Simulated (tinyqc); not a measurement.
Inside a calculation. Model: threshold-voltage variability of a planar MOSFET, analytic estimates.

Computed by the program tinyqc: `OMP_NUM_THREADS=1 python tinyqc.py 2090010 2090011 out.jsonl`, one thread of a shared Intel Xeon 2.30GHz, about 0.01 s for the whole run. Printed values are rounded.

Three independent sources add in quadrature: random dopants in the depleted layer, metal-gate grains of two orientations, and roughness of the two gate edges acting through the roll-off VT = VT(long) - Vr exp(-L/l). These are first-order estimates: no three-dimensional electrostatics, no percolation.

Inputs (values chosen for the exercise); material values close to those of silicon:
- T = 250 K (temperature)
- Eg = 1.11 eV (band gap)
- eps_r = 11.7 (relative permittivity of the semiconductor)
- Nc = 2.14e19 cm^-3 (conduction-band density of states at T)
- Nv = 2.05e19 cm^-3 (valence-band density of states at T)
- Na = 7.7e17 cm^-3 (channel doping)
- ti = 2.2 nm (oxide-equivalent thickness in inversion)
- L = 65 nm (gate length)
- W = 170 nm (gate width)
- G = 15 nm (metal grain size)
- dW = 0.2 eV (work-function difference of the two grain orientations)
- p = 0.3 (share of the orientation of higher work function)
- De = 1.8 nm (rms roughness of one gate edge)
- La = 30 nm (correlation length of the roughness)
- l = 17 nm (decay length of the threshold roll-off)
- Vr = 2.3 V (prefactor of the roll-off)
- n = 1.3 (subthreshold factor)
- gI = 5 1/V (gm/I of a matched pair)
- sb = 2.6 % (spread of the gain factor of one device)
- Nb = 1048576 (number of cells)
- Y = 0.62 (wanted yield)

Constants: q = 1.602176634e-19 C, kB = 1.380649e-23 J/K, Vt = kB T/q, eps0 = 8.8541878128e-14 F/cm where lengths are in cm. Results are converted to the units shown.

## Random dopants

ni = sqrt(Nc Nv) exp(-Eg/(2 Vt)), Eg in volts; Cox = 3.9 eps0/ti; Wd = sqrt(4 eps0 eps_r Vt ln(Na/ni)/(q Na)); dopants: s1 = (q/Cox) sqrt(Na Wd/(3 L W)). The slope A1 = s1 sqrt(L W); mean number of dopants Na L W Wd.

Cox = 1.56961 uF/cm^2
Wd = 40.3131 nm
mean number of dopants = 343.004
A1 = 1.03831 mV um
s1 = 9.87748 mV

Counting alone, 1/sqrt(N) of the depletion voltage q Na Wd/Cox = 317 mV, would give sqrt(3) times more: dopants deep in the layer act less on the surface.

## Metal grains and edge roughness

Grains: Ng = L W/G^2 (at least 1), s2 = dW sqrt(p (1 - p)/Ng). Edges, with exponential correlation and u = W/La: the mean gate length has sL^2 = 2 De^2 (2/u)[1 - (1 - exp(-u))/u]; s3 = sL (Vr/l) exp(-L/l).

Ng = 49.1111
s2 = 13.0783 mV
sL = 1.37290 nm
dVT/dL = 2.95625 mV/nm
s3 = 4.05864 mV

## Total spread, mismatch and leakage

s = sqrt(s1^2 + s2^2 + s3^2). For a pair: s(dVT) = sqrt(2) s; current mismatch sqrt(2) sqrt((gI s)^2 + sb^2); input offset = current mismatch/gI. For a Gaussian VT the off current is log-normal with mean/median = exp(s^2/(2 (n Vt)^2)).

s = 16.8843 mV
s(dVT) = 23.8779 mV
current mismatch = 12.4924 %
input offset = 24.9847 mV
mean/median of Ioff = 1.19929

The grains give 60.0 % of the variance; without them s would be 10.7 mV.

## Iteration 1: margin in standard deviations for the wanted yield

k at the start = 2

Cells fail independently with probability Q(k) = erfc(k/sqrt(2))/2 when the margin is k standard deviations, and Y = exp(-Nb Q(k)). phi = exp(-k^2/2)/sqrt(2 pi). Newton steps on ln Q(k) = ln(-ln(Y)/Nb): k(new) = k + [ln Q - ln(-ln(Y)/Nb)] Q/phi.

Q(k) = 0.0227501
phi = 0.0539910
k after iteration 1 = 6.55830

## Iteration 2: margin in standard deviations for the wanted yield

As before.

Q(k) = 2.72123e-11
phi = 1.82442e-10
k after iteration 2 = 5.10756

## Course of the iteration: margin in standard deviations for the wanted yield

Stop when k changes by less than 1e-9, or after 30 iterations.

Course of the iteration:

| iteration | k | \|change\| |
|---|---|---|
| 1 | 6.55830 | 4.56 |
| 2 | 5.10756 | 1.45 |
| 3 | 4.91336 | 0.194 |
| 4 | 4.90978 | 3.58e-3 |
| 5 | 4.90978 | 1.21e-6 |
| 6 | 4.90978 | < 1e-12 |

Converged in 6 iterations. At the end the number of correct digits about doubles with each step. With s(dVT) = 23.9 mV, 4.91 standard deviations are 117 mV.
